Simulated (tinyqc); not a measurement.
Worked calculation: Luttinger-Kohn k.p, four valence bands. One step of it, computed by the program tinyqc.

Task: Hole masses. E = c [g1 k^2 -/+ 2 sqrt(g2^2 k^4 + 3 (g3^2 - g2^2)(kx^2 ky^2 + ky^2 kz^2 + kz^2 kx^2))] with c = hbar^2/2m, and m* = hbar^2 k^2 / (2 E).

Luttinger parameters chosen for this model; energies are counted downward from the top of the valence band:
```
parameter,value,unit
g1,3.990000,
g2,0.690000,
g3,1.480000,
```

Give: Masses.

Result:

Masses (electron masses):
```
direction,heavy,light
[100],0.3831,0.1862
[110],0.7489,0.1505
[111],0.9709,0.1439
```
